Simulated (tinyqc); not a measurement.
Worked calculation: interface roughness in a thin film (subband fluctuation and scattering). Values are carried at full precision from step to step, so a last printed digit may differ when a step is redone from the rounded ones.

Square well of width t, barriers V0, c = hbar^2/2m0: E1 solves k t + 2 atan[(k/mz)/(kappa/mb)] = pi, k = sqrt(mz E/c), kappa = sqrt(mb (V0 - E)/c). One interface is rough, so the subband edge fluctuates by G dt with G = |dE1/dt| (central difference of 0.01 angstrom; 2 E1/t for hard walls).

Constants: hbar^2/2m0 = 3.80998211 eV angstrom^2; e^2/(4 pi eps0) = 14.39964547 eV angstrom; hbar = 6.58211957e-16 eV s.

Inputs chosen for the exercise (near those of a thin InGaAs channel; not measured data):
- t = 64 angstrom (film thickness)
- mz = 0.046 m0 (confinement mass)
- V0 = 2.08 eV (barrier)
- mb = 0.23 m0 (barrier mass)
- D = 3.7 angstrom (rms height of the roughness)
- md = 0.046 m0 (mass in the plane)
- gv = 1 (valleys)
- Lc = 16 angstrom (correlation length)
- Ns = 1.2 x 1e12/cm^2 (sheet density)
- eps = 11.2 (mean dielectric constant at the channel)
- Lg = 300 angstrom (gate length)
- Wg = 1000 angstrom (gate width)

## Sensitivity of the level to thickness

Give E1, G, the hard-wall values and the rms fluctuation G D.

E1 = 99.12 meV
G = |dE1/dt| = 2.2454 meV/angstrom

hard walls: E1 (meV) and G (meV/angstrom): 199.574  6.237

G D = 8.31 meV

Hard walls overstate G by a factor 2.78, and the scattering rate, which goes as G^2, by 7.72.

## The angular integrand

Gaussian roughness spectrum S(q) = pi D^2 Lc^2 exp(-q^2 Lc^2/4). Degenerate gas, taken to fill one subband (the second starts to fill once c kF^2/md exceeds E2 - E1, which is not tested here): kF = sqrt(2 pi Ns/gv), q = 2 kF sin(theta/2), 1/tau = (md/(2 pi c hbar)) G^2 times the integral from 0 to pi of S(q)(1 - cos theta)/eps(q)^2 dtheta, eps(q) = 1 + qs/q with screening (qs = gv md q0/(c eps), q0 = e^2/(4 pi eps0), form factors left out, which overstates the screening; other scattering is left out too, so these values lie far above measured mobilities in all but the thinnest films) or 1 without; mobility = tau c2/md with c2 = e/m0 = 1.75882e15 cm^2/(V s^2); 1e12/cm^2 = 1e-4/angstrom^2.

kF, qs, and exp(-q^2 Lc^2/4)(1 - cos theta) without and with the factor 1/eps^2 at theta = 30, 60, ..., 180 degrees.

kF = 0.02746 1/angstrom
qs = 0.0155 1/angstrom

Integrand:

| theta | q (1/angstrom) | bare | eps(q) | screened |
|---|---|---|---|---|
| 30 | 0.0142 | 0.132 | 2.09 | 0.0302 |
| 60 | 0.0275 | 0.476 | 1.57 | 0.194 |
| 90 | 0.0388 | 0.908 | 1.40 | 0.463 |
| 120 | 0.0476 | 1.30 | 1.33 | 0.738 |
| 150 | 0.0530 | 1.56 | 1.29 | 0.933 |
| 180 | 0.0549 | 1.65 | 1.28 | 1.00 |

kF Lc = 0.44: the roughness is short-ranged for these electrons, and back-scattering dominates.

## Scattering time and mobility

Integrate over theta.

Results:

| case | integral | tau (fs) | mobility (cm^2/(V s)) |
|---|---|---|---|
| bare | 2.721 | 2268 | 8.670e+04 |
| screened | 1.497 | 4122 | 1.576e+05 |

Screening raises the mobility by a factor 1.8. With it kF l = 782, so by this rate the carriers are far from localisation. Phonons, and the gate field that presses carriers to the wall, limit real channels far below this value.

## Threshold variation

Averaged over an area A = Lg Wg much larger than Lc^2, the thickness varies by D sqrt(pi Lc^2/A), so sigma(Vt) = G D Lc sqrt(pi/A)/e; the Pelgrom coefficient is sigma sqrt(A) (1 micrometre = 1e4 angstrom).

rms of the mean thickness = 0.192 angstrom
sigma(Vt) = 0.430 mV
coefficient = 0.0236 mV micrometre

The electrostatic effect of the thickness is left out.

## Checks

- G from the envelope at the wall, psi(t/2)^2 (E1 + c mz (kappa/mb)^2), against the difference quotient, meV/angstrom: both 2.245.
- Bare integral for Lc -> 0 against pi: both 3.1416.

Computed by tinyqc, a small Python program: `OMP_NUM_THREADS=1 python tinyqc.py 1251932 1251933 out.jsonl` (the numbers bound the seed that draws the inputs); one thread of a shared host (Intel(R) Xeon(R) Processor @ 2.30GHz), about 0.01 s for the whole set of steps.
